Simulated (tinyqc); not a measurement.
# Configuration-coordinate model of a defect: Huang-Rhys factor and luminescence line shape, step by step

A worked calculation. Computed by tinyqc, a small Python program that keeps every step. Command: `OMP_NUM_THREADS=1 python tinyqc.py 3007552 3007553 out.jsonl ccline walk`. One thread of a shared host (Intel(R) Xeon(R) Processor @ 2.30GHz), about 0.02 s of CPU time with the checks. Intermediate numbers are printed to about 5 digits and carried at full precision; extremes and crossings named in words are read from the listed rows.

Ground state E_g(Q) = (1/2) omega_g^2 Q^2; excited state E_e(Q) = E_0 + (1/2) omega_e^2 (Q - dQ)^2 with omega_e = omega_g and E_0 = E_ZPL. Q is mass-weighted; the dipole does not depend on Q (Condon approximation).

Inputs (values chosen for the exercise, for a model defect in a wide-gap host): zero-phonon energy E_ZPL = 1.75 eV; displacement dQ = 0.366 u^(1/2) angstrom; ground-state phonon hbar omega_g = 106 meV; temperature T = 50 K; refractive index n_r = 2.13; transition dipole mu = 0.56 e angstrom; quenching prefactor nu_0 = 6e+12 1/s.

Modes: equal frequencies in both states.

Constants: hbar^2/u = 4.18015928e-03 eV angstrom^2; k_B = 8.617333262e-05 eV/K; hbar = 6.582119569e-16 eV s; e = 1.602176634e-19 C; eps_0 = 8.8541878128e-12 F/m; hbar = 1.054571817e-34 J s; c = 299792458 m/s.

## Huang-Rhys factors and vertical energies

S = hbar omega dQ^2/(2 hbar^2/u) for each state; relaxation energy S hbar omega; absorption at E_0 + S_e hbar omega_e, emission at E_0 - S_g hbar omega_g; the Stokes shift is their difference.

S_g = 1.6984

S_e = 1.6984

relaxation energy, ground state = 0.18003 eV

relaxation energy, excited state = 0.18003 eV

vertical absorption energy = 1.9300 eV

vertical emission energy = 1.5700 eV

Stokes shift = 0.36007 eV

The coupling is intermediate: phonon replicas can be resolved beside the zero-phonon line.

## Emission lines at zero temperature

From the lowest excited level the line to ground level n lies at E_ZPL - n hbar omega_g with Franck-Condon weight exp(-S) S^n/n!; the emitted intensity carries a further factor E^3. S = S_g; up to eleven lines, of positive energy only, from n = max(0, integer part of S - 5).

Lines:
```
n   energy (eV)      weight  intensity / largest
0         1.750  1.8297e-01           7.1017e-01
1         1.644  3.1076e-01           1.0000e+00
2         1.538  2.6390e-01           6.9531e-01
3         1.432  1.4941e-01           3.1773e-01
4         1.326  6.3439e-02           1.0711e-01
5         1.220  2.1549e-02           2.8338e-02
6         1.114  6.0999e-03           6.1072e-03
7         1.008  1.4800e-03           1.0978e-03
8         0.902  3.1421e-04           1.6700e-04
9         0.796  5.9297e-05           2.1659e-05
10        0.690  1.0071e-05           2.3960e-06
```

The weight peaks at n = 1 and the intensity at n = 1.

## Band at temperature T

Overlaps <m_e|n_g> of harmonic-oscillator functions (Hermite recursion, positive leading coefficients) by a sum over an even grid (700 points from x = -9 to 9 + d for the small table, 1500 points from -16 to 16 + d for the thermal sums), with x = Q sqrt(omega_g/hbar), d = sqrt(2 S_g) and frequency ratio omega_e/omega_g. Initial levels m = 0..24 carry Boltzmann weights exp(-m hbar omega_e/k_B T), normalised; final levels n = 0..79; a line lies at E_ZPL + m hbar omega_e - n hbar omega_g with weight w_m <m|n>^2. Moments are taken over these weights without the E^3 factor; FWHM = 2 sqrt(2 ln 2) x standard deviation; the zero-phonon weight is the sum of w_m <m|m>^2.

mean emission energy = 1.5700 eV

FWHM from the second moment = 0.32530 eV

zero-phonon weight = 0.18297

skewness = -0.76732

Caution: for small S the spectrum is a set of resolved lines, and a Gaussian width has little meaning.

## Crossing, radiative lifetime and thermal quenching

The curves cross at the root Q_c nearest dQ; the barrier is (1/2) omega_e^2 (Q_c - dQ)^2, with (1/2) omega^2 = (hbar omega)^2/(2 hbar^2/u). k_r = n_r omega^3 mu^2/(3 pi eps_0 hbar c^3) at the vertical emission energy, without local-field correction; k_nr = nu_0 exp(-barrier/k_B T) (Mott-Seitz); yield = k_r/(k_r + k_nr); T_1/2 = barrier/(k_B ln(nu_0/k_r)).

Q_c = 1.9618 u^(1/2) angstrom

classical barrier = 3.4227 eV

radiative lifetime = 101.91 ns

luminescence yield = 1

quenching temperature T_1/2 = 2981.1 K

The barrier is so high that this route does not halve the yield below 1000 K. Caution: the curves cross far outside the range of the harmonic model, so the barrier and T_1/2 have no quantitative meaning.

## Width and zero-phonon weight against temperature

For comparison: FWHM(0) sqrt(coth(hbar omega_e/2 k_B T)) with FWHM(0) from the first row, and exp(-S_g coth(hbar omega_e/2 k_B T)).

Against temperature:
```
T (K)  mean energy (eV)  FWHM (eV)  coth law (eV)  zero-phonon weight  exp(-S coth)
62               1.5700    0.32530        0.32530             0.18297       0.18297
180              1.5700    0.32565        0.32565             0.18287       0.18230
370              1.5700    0.33723        0.33723             0.17969       0.16118
620              1.5700    0.37359        0.37359             0.17126       0.10646
980              1.5700    0.43611        0.43611             0.15981       0.04724
1500             1.5700    0.52191        0.52191             0.14627       0.01263
```

The width grows by a factor 1.60, flat while k_B T is well below hbar omega and as sqrt(T) above; for equal frequencies the coth law is exact. The mean energy stays fixed, as it must for equal frequencies. The zero-phonon weight goes from 0.183 to 0.146; the single exponential assumes equal frequencies, leaves out lines that absorb and emit the same number of phonons, and falls to 0.0126.

Checks made by the program: grid overlaps at equal frequencies against the Poisson weights (relative difference below 1e-10); width at T against the coth law (relative difference below 1e-10).
